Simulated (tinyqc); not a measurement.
MOSFET with velocity saturation and source resistance: one step of the calculation.

Strong inversion, charge Q = Cox (Vg - m V) at channel potential V with Vg the gate overdrive, and drift velocity v = mu E/(1 + mu E/vsat). Integrating along the channel gives I = mu Cox (1/L)(Vg Vd - m Vd^2/2)/(1 + Vd/Vc) per width, Vc = vsat L/mu, which peaks at Vdsat. Units: I in uA/um, Rs in ohm um, so the drop over Rs is 1e-6 I Rs volts.

Problem. Saturation current with source resistance. Vg = Vgs - I Rs - VT (0 if negative), mu = mu0/(1 + th Vg), Vc = vsat L/mu, x = sqrt(1 + 2 Vg/(m Vc)), Vdsat = 2 Vg/(m (1 + x)), Isat = Cox vsat Vg (x - 1)/(x + 1) per width. I(new) = Isat.

Inputs (values chosen for the exercise):
- Cox = 0.45 uF/cm^2 (gate capacitance)
- mu0 = 180 cm^2/(V s) (mobility at low gate voltage)
- th = 0.1 1/V (mobility degradation)
- vsat = 8e6 cm/s (saturation velocity)
- m = 1.43 (body factor)
- VT = 0.37 V (threshold)
- L = 0.07 um (channel length)
- Rs = 100 ohm um (source resistance)
- Vgs = 1.8 V (gate voltage)

I after iteration 1 = 226.70096 uA/um

Wanted: Vg; mu; Vc; Vdsat; Isat; I after iteration 2.

Solution.

Vg = 1.407 V
mu = 157.8 cm^2/(V s)
Vc = 0.3549 V
Vdsat = 0.5531 V
Isat = 221.9 uA/um
I after iteration 2 = 221.9 uA/um

Range of the model: At this length velocity overshoot and near-ballistic transport, left out here, matter.

Program tinyqc, `OMP_NUM_THREADS=1 python tinyqc.py 2500023 2500024 out.jsonl`; Intel Xeon 2.30GHz, shared host, one thread, about 0.01 s.
